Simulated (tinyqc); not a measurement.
Inside a calculation. Model: energy and delay of logic against supply voltage.

tinyqc, about 0.01 s, one thread, Intel Xeon 2.30GHz (shared host): `OMP_NUM_THREADS=1 python tinyqc.py 2082166 2082167 out.jsonl` Printed values are rounded.

One expression serves below and above threshold: I(Vg) = Ik [ln(1 + exp((Vg - VT + dd V)/(al nf Vt)))]^al, with I_on = I(V) and I_off = I(0). Gate delay td = kd C V/I_on, clock period LD td. Per gate and cycle the switching energy is act C V^2 and the leakage energy I_off V LD td. No short-circuit current, no variation. Minima are sought above 0.09 V; below a few Vt gates no longer switch and the model has no meaning.

Parameters, values chosen for the exercise; values of the order met in logic technologies: temperature T = 300 K; threshold voltage at zero drain bias VT = 0.44 V; slope factor nf = 1.41; barrier lowering per volt of supply dd = 0.02; specific current of a gate Ik = 1.1 uA; exponent of the current law al = 1.7; load capacitance of a gate C = 2.7 fF; delay factor kd = 0.7; logic depth LD = 12; activity factor act = 0.05; supply voltage V = 0.36 V.

Constants: q = 1.602176634e-19 C, kB = 1.380649e-23 J/K, Vt = kB T/q. Results are converted to the units shown.

## Currents, delay and energies

I_on, I_off, td, clock frequency 1/(LD td), both energies and their sum.

I_on = 0.1181504 uA
I_off = 0.007664995 nA
td = 5758.760 ps
clock frequency = 0.01447071 GHz
switching energy = 17.49600 aJ
leakage energy = 0.1906885 aJ
energy = 17.68669 aJ

I_on/I_off = 15400; leakage makes up 1.08 % of the energy.

## Starting value

V = 0.18 V.

V at the start = 0.18 V

## Iteration 1: new V

Minimum-energy supply: E(V) is the energy per gate and cycle; with h = 0.001 V, E' = (E(V + h) - E(V - h))/(2 h), E'' = (E(V - h) - 2 E(V) + E(V + h))/h^2, V(new) = V - E'/E''.

E' = -37.30745 aJ/V
E'' = 1343.072 aJ/V^2
V after iteration 1 = 0.2077777 V

## Iteration 2: new V

As before.

E' = -2.286703 aJ/V
E'' = 1153.306 aJ/V^2
V after iteration 2 = 0.2097604 V

## Iteration 3: new V

As before.

E' = -0.01754325 aJ/V
E'' = 1135.583 aJ/V^2
V after iteration 3 = 0.2097759 V

## Course of the iteration

Stop when the step is below 1e-9 V, or after 40 iterations.

Course of the iteration:
```
iteration	V before the step (V)	step (V)
1	0.18	0.0278
2	0.2077777	1.98e-3
3	0.2097604	1.54e-5
4	0.2097759	1.00e-9
5	0.2097759	6.25e-15
```

Converged in 5 iterations. There leakage makes up 35.2 % of the energy and the clock runs at 0.459 MHz.
